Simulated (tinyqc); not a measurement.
# From one set of inputs to another, one input at a time

Model: rapid thermal processing of a wafer: radiative balance, ramp and cooling, pattern effects, pyrometer error and spike budget. Computed by tinyqc, a small Python program. Command: `OMP_NUM_THREADS=1 python tinyqc.py 3113391 3113392 out.jsonl rtp ladder`. One thread of a shared host (Intel(R) Xeon(R) Processor @ 2.30GHz), about 0.1 s of CPU time with the checks.

The wafer is opaque and uniform through its thickness unless said otherwise; temperatures in formulas are in kelvin (C + 273.15). sigma = 5.670374419e-12 W/(cm^2 K^4).

The inputs printed are set A. Inputs not listed in the table keep their values of set A, so the rows need not describe a real material.

Inputs (values chosen for the exercise, modelled on a hot silicon wafer):
```
quantity                                              value         unit
wafer thickness d                                       725   micrometre
heat capacity per volume C                             2.26   J/(cm^3 K)
thermal conductivity k                                 0.23     W/(cm K)
emissivity eps of each face                             0.7            -
reflectivity of the chamber walls r                    0.67            -
gas heat-transfer coefficient h, both faces together      1  mW/(cm^2 K)
wall temperature T_w                                    300            K
process temperature                                     829            C
starting temperature                                    500            C
ramp rate                                                47          K/s
relative change of absorptivity over a pattern           12            %
period of the pattern                                    19           mm
pyrometer wavelength                                    4.5   micrometre
error of the assumed emissivity                           7            %
activation energy of the process E_a                      2           eV
```

Constants: k_B = 8.617333262e-05 eV/K; h = 6.62607015e-34 J s; c = 299792458 m/s; k_B = 1.380649e-23 J/K.

Method:
- Effective emissivity between parallel grey plates: eps_eff = 1/(1/eps + 1/(1 - r) - 1). Loss per area q(T) = 2 eps_eff sigma (T^4 - T_w^4) + h (T - T_w).
- Absorbed power during a ramp = q(T) + C d x ramp rate; thermal time constant tau = C d/(dq/dT), dq/dT = 8 eps_eff sigma T^3 + h; natural cooling rate q/(C d); front-to-back difference under one-sided heating at the end of the ramp = (absorbed power) d/(2 k).
- Cooling with the lamps off: C d dT/dt = -q(T), integrated adaptively (relative tolerance 1e-10).
- Spike anneal: linear ramp to the peak, then lamps off. Equivalent time at the peak = int exp(-(E_a/k_B)(1/T - 1/T_peak)) dt; estimate (k_B T^2/E_a)(1/ramp rate + 1/cooling rate). The ramp part uses 4000 trapezoid steps, the cooling part 4000 steps over 4 tau.
- Time within 50 K of the peak from the same curves.
- At steady state a sinusoidal change of absorbed power of relative amplitude a and period p gives the temperature amplitude a q/(dq/dT + k d (2 pi/p)^2); healing length l = sqrt(k d/(dq/dT)); process change = E_a dT/(k_B T^2). Emissivity is taken as unchanged.
- Signal proportional to eps/(exp(c2/(lambda T)) - 1), c2 = h c/k_B. If the assumed emissivity is too high by the given error, the reading T' solves (1 + error)/(exp(c2/(lambda T')) - 1) = 1/(exp(c2/(lambda T)) - 1). Wien estimate: T' - T = -lambda T^2 ln(1 + error)/c2. Process rates go as exp(-E_a/(k_B T)).

Each row keeps all changes above it:
```
input moved                                                         from    to  equivalent time, total (s)  amplitude (K)  reading less true temperature (K)
set A                                                                  -     -                      2.6682         3.3529                            -23.811
wafer thickness d (micrometre)                                       725   525                      2.2137         4.4728                            -23.811
thermal conductivity k (W/(cm K))                                   0.23  0.24                      2.2137         4.3085                            -23.811
ramp rate (K/s)                                                       47    45                      2.2590         4.3085                            -23.811
error of the assumed emissivity (%)                                    7   6.8                      2.2590         4.3085                            -23.165
reflectivity of the chamber walls r                                 0.67  0.21                      1.7023         7.3003                            -23.165
pyrometer wavelength (micrometre)                                    4.5   3.8                      1.7023         7.3003                            -20.075
gas heat-transfer coefficient h, both faces together (mW/(cm^2 K))     1   5.6                      1.5232         9.5834                            -20.075
```

Equivalent time, total goes from 2.67 to 1.52, a factor 0.571 in all. The largest single move comes from reflectivity of the chamber walls r (a factor 0.754). Amplitude goes from 3.35 to 9.58, a factor 2.86 in all. The largest single move comes from reflectivity of the chamber walls r (a factor 1.69). Reading less true temperature goes from -23.8 to -20.1, +3.74 in all. The largest single move comes from pyrometer wavelength (+3.09). The single moves hold for this order of the switches; the total does not depend on the order.

Caution (all rows): below about 600 C lightly doped silicon is partly transparent at this wavelength, so its emissivity is not yet the hot value early in the ramp.

Extremes, crossings and ranges named in words are read from the listed rows.
